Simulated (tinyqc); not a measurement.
Elastic strain and critical thickness of a cubic alloy layer A(1-x)B(x) on a thick substrate: one step, computed by the program tinyqc.

Strain is positive in tension. The layer is coherent with the substrate unless said otherwise.

Question. Alloy by Vegard's rule, and misfit. a = (1 - x) a_A + x a_B, the same rule for each C_ij; misfit f = (a_S - a)/a, the in-plane strain of the coherent layer.

Inputs (values chosen for the exercise, modelled on GaAs(1-x)Sb(x) on GaAs): fraction x of B = 0.2; lattice constant a_A = 5.653 angstrom; lattice constant a_B = 6.096 angstrom; substrate lattice constant a_S = 5.653 angstrom.

C11, C12, C44 of A (GPa): [120.6, 53.83, 59.81]

C11, C12, C44 of B (GPa): [87.47, 40.73, 43.68]

Give: free lattice constant a; elastic constants; misfit f.

Answer.

free lattice constant a = 5.7416 angstrom

elastic constants (GPa): C11 113.974, C12 51.210, C44 56.584

misfit f = -0.01543

The layer is compressed in the plane by 1.54 %.
